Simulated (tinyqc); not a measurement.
Ballistic conductance of a hard-wall strip of a two-dimensional electron gas by counting modes: two steps of the calculation.

Subband edges E_n = C (n pi/W)^2/m, n = 1, 2, ...; C = hbar^2/(2 m0). Every mode transmits fully; spin gives the factor 2 in 2 q^2/h, valleys the factor gv.

Parameters, values chosen for the exercise:
```
symbol  value  unit                              meaning
T         300     K                          temperature
m       0.067    m0                                 mass
gv          2                                    valleys
Ef      0.213    eV  Fermi energy above the 2D band edge
W          21    nm                                width
Et      0.316    eV          highest subband edge listed
```

Constants: q = 1.602176634e-19 C, kB = 1.380649e-23 J/K, hbar = 1.054571817e-34 J s, h = 6.62607015e-34 J s, m0 = 9.1093837015e-31 kg, Vt = kB T/q, hbar^2/(2 m0) = 0.0380998212 eV nm^2. Results are converted to the units shown.

Problem 1. Subband edges and their occupation. List the edges below Et; each adds its degeneracy times f = 1/(1 + exp((E_n - Ef)/Vt)) to the thermal mode count.

Find: edge; degeneracy; f.

Solution 1.

```
mode,edge (eV),degeneracy,f
1,0.01273,1,0.99957
2,0.05091,1,0.99811
3,0.11454,1,0.97830
4,0.20362,1,0.58969
```

Problem 2. Conductance and ballistic resistance. G = (2 q^2/h) gv M; at zero temperature M counts the edges below Ef, at T it is the sum of degeneracy times f. The smooth (Sharvin) count is kF W/pi, kF = sqrt(m Ef/C), and with the boundary term kF W/pi - 1/2. The sum runs over the edges listed.

```
mode,edge (eV),degeneracy,f
1,0.01272651,1,0.99956812
2,0.05090604,1,0.99811149
3,0.11453858,1,0.97830326
4,0.20362414,1,0.58968765
```

Give: M at zero temperature; M at T; G; resistance 1/G; smooth count.

Solution 2.

M at zero temperature = 4
M at T = 3.566
G = 552.5 uS
resistance 1/G = 1.810 kohm
smooth count = 4.091

The smooth count is 15 % above M at T. With the boundary term it is 3.59.

Numbers from tinyqc (`OMP_NUM_THREADS=1 python tinyqc.py 2740114 2740115 out.jsonl`; about 0.08 s on one thread of a shared Intel Xeon 2.30GHz).
